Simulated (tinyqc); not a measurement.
Etch lag against aspect ratio: ion-assisted plasma etching: sheath, surface coverage, synergy and aspect-ratio dependence. Computed by tinyqc, a small Python program. Command: `OMP_NUM_THREADS=1 python tinyqc.py 3019469 3019470 out.jsonl etch walk`. One thread of a shared host (Intel(R) Xeon(R) Processor @ 2.30GHz), about 0.07 s of CPU time with the checks.

Radicals adsorb on bare sites; ions remove covered sites with a high yield and bare sites by sputtering; a slow spontaneous reaction acts everywhere, walls included.

Inputs (values chosen for the exercise, close to those used for silicon in a halogen plasma):
```
quantity                                value       unit
plasma density n_e                    1.4e+11     1/cm^3
electron temperature T_e                  3.3         eV
ion mass M_i                               71          u
sheath voltage V                          450          V
radical density n                     1.3e+14     1/cm^3
radical mass M_n                         35.5          u
gas temperature T_g                       600          K
sticking coefficient s                   0.76          -
radicals per removed unit x                 2          -
yield slope b                            0.34  eV^(-1/2)
threshold E_th                            9.8         eV
sputter slope b_p                       0.012  eV^(-1/2)
sputter threshold E_p                      39         eV
spontaneous reaction probability k_c  0.00067          -
solid density N                         5e+22     1/cm^3
ion temperature T_i                      0.51         eV
```

Feature: round hole.

Constants: e = 1.602176634e-19 C; u = 1.6605390666e-27 kg; k_B = 1.380649e-23 J/K; eps_0 = 8.8541878128e-12 F/m.

Method:
- Bohm speed u_B = sqrt(e T_e/M_i); ion flux G_i = 0.61 n_e u_B; radical flux G_n = n c/4 with c = sqrt(8 k_B T_g/(pi M_n)).
- Debye length lambda_D = sqrt(eps_0 T_e/(e n_s)) with n_s = 0.61 n_e, T_e in volts; Child-law sheath d = (sqrt2/3) lambda_D (2 V/T_e)^(3/4); ion energy E = V + T_e/2; angular spread = arctan(sqrt(T_i/E)).
- Yields: Y = b (sqrt(E) - sqrt(E_th)) on covered sites, Y_p = b_p (sqrt(E) - sqrt(E_p)) on bare ones (zero below threshold).
- Steady coverage: s G_n (1 - theta) = x Y G_i theta; removal flux = Y G_i theta + Y_p G_i (1 - theta) + k_c G_n; rate = flux/N, 1 cm/s = 6e8 nm/min.
- Lateral rate = k_c G_n/N; anisotropy = 1 - lateral/vertical; synergy = vertical/(ions alone + radicals alone), with ions alone Y_p G_i/N and radicals alone the lateral rate.
- Transmission of a round hole: K = 1/(1 + 3A/4), walls that scatter diffusely without loss. With a loss probability S = s (1 - theta) at the floor, G_b/G_n = K/(K + S - K S); theta follows G_b, and the two are solved together. Ions are taken to reach the floor unshadowed; G_b replaces G_n in every term of the rate; A is depth over diameter.

yield Y = 6.16133

sputter yield Y_p = 0.180085

ion flux G_i = 1.80849e+16 1/(cm^2 s)

radical flux G_n = 1.94416e+18 1/(cm^2 s)

vertical rate = 1182.64 nm/min

coverage theta = 0.868941

Floor of the feature:
```
A            K  G_b/G_n    theta  rate (nm/min)  relative rate
0.5    0.72727  0.96284  0.86457         1176.4        0.99471
1.0    0.57143  0.92607  0.85994         1169.8        0.98915
2.0    0.40000  0.85387  0.84988         1155.6        0.97715
5.0    0.21053  0.65100  0.81190         1103.1        0.93278
10.0   0.11765  0.38313  0.71753          976.5        0.82566
20.0   0.06250  0.14811  0.49545          684.5        0.57881
50.0   0.02597  0.04319  0.22259          328.7        0.27793
100.0  0.01316  0.01942  0.11406          187.4        0.15849
```

What does the comparison show, and why?

K falls by a factor 55.3 over the rows and the rate by 6.28. Among these rows the rate stays within 10 % of the open-field value up to A = 5, as near saturation the coverage changes little when G_b falls. Caution: rows with A above about 1/(2 tan(ion spread)) or 1/sqrt(k_c), often 10 to 30, are formal: ion shadowing, radical loss on the walls, redeposition of sputtered material and, in fluorocarbon plasmas, polymer growth are left out and add to the lag.
